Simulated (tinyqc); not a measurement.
Threshold of a short bulk MOSFET: charge sharing, barrier lowering, narrow width: two steps of the calculation.

n-channel device on a p-type body, depletion approximation, full ionisation. Uniform doping N = Na. Vbi from Boltzmann statistics is rough for the degenerate source. Cox = eps0 eox/tox.

Inputs (values chosen for the exercise); band and dielectric values close to those of silicon:

| symbol | value | unit | meaning |
|---|---|---|---|
| T | 250 | K | temperature |
| Eg | 1.11 | eV | band gap |
| eps_r | 11.8 |  | relative permittivity |
| Nc | 2.11e19 | cm^-3 | conduction-band density of states at T |
| Nv | 1.99e19 | cm^-3 | valence-band density of states at T |
| eox | 24.7 |  | relative permittivity of the gate insulator (close to zirconium oxide) |
| tox | 7.5 | nm | insulator thickness |
| Na | 1e17 | cm^-3 | channel doping |
| Nsd | 1e20 | cm^-3 | source and drain doping |
| Vfb | -0.98 | V | flat-band voltage for the doping Na |
| xj | 130 | nm | junction depth |
| Vbs | -0.5 | V | body-source voltage |
| Vds | 0.5 | V | drain-source voltage |
| W | 860 | nm | gate width |
| xw | 0 |  | shape factor of the fringing depletion at the width edges |
| L | 300 | nm | channel length |

Constants: q = 1.602176634e-19 C, kB = 1.380649e-23 J/K, Vt = kB T/q, eps0 = 8.8541878128e-14 F/cm where lengths are in cm. Results are converted to the units shown.

Task 1. Long-channel threshold and scales. ni = sqrt(Nc Nv) exp(-Eg/(2 Vt)), Eg in volts; 2 pB = 2 Vt ln(N/ni); flat band Vfb - Vt ln(N/Na); Wd = sqrt(2 eps0 eps_r (2 pB - Vbs)/(q N)); body term q N Wd/Cox; long-channel VT0 = flat band + 2 pB + body term; Vbi = Vt ln(N Nsd/ni^2); scale length l = sqrt((eps_r/eox) tox Wd).

Give: N; 2 pB; flat band; Wd; body term; VT0; Vbi; l.

Result 1.

N = 1.000e17 cm^-3
2 pB = 0.8807 V
flat band = -0.9800 V
Wd = 134.2 nm
body term = 0.07373 V
VT0 = -0.02560 V
Vbi = 1.029 V
l = 21.93 nm

Task 2. Short-channel and narrow-width shifts. Charge sharing (trapezoid; it ignores Vds): F = (xj/L)(sqrt(1 + 2 Wd/xj) - 1), lowering = body term times F. Barrier lowering: th = exp(-L/(2 l)) + 2 exp(-L/l), lowering = th [2 (Vbi - 2 pB) + Vds], DIBL = th. Narrow width: rise = body term times xw Wd/W. VT by each model = VT0 - lowering + rise.

2 pB = 0.88066771 V
Wd = 134.18988 nm
body term = 0.073730254 V
VT0 = -0.025602039 V
Vbi = 1.0294838 V
l = 21.927193 nm

Give: F; lowering by charge sharing; th; lowering of the barrier; DIBL; narrow-width rise; VT, charge sharing; VT, barrier lowering.

Result 2.

F = 0.32524
lowering by charge sharing = 23.980 mV
th = 0.0010715
lowering of the barrier = 0.85467 mV
DIBL = 1.0715 mV/V
narrow-width rise = 0 mV
VT, charge sharing = -0.049582 V
VT, barrier lowering = -0.026457 V

L is 13.7 scale lengths. The charge-sharing lowering is 28.1 times the barrier lowering; the first falls off as 1/L and the second exponentially. Both describe the same loss of gate control, so they are alternatives and are not added.

Computed by the program tinyqc: `OMP_NUM_THREADS=1 python tinyqc.py 2002096 2002097 out.jsonl`, one thread of a shared Intel Xeon 2.30GHz, about 0.01 s for the whole run.
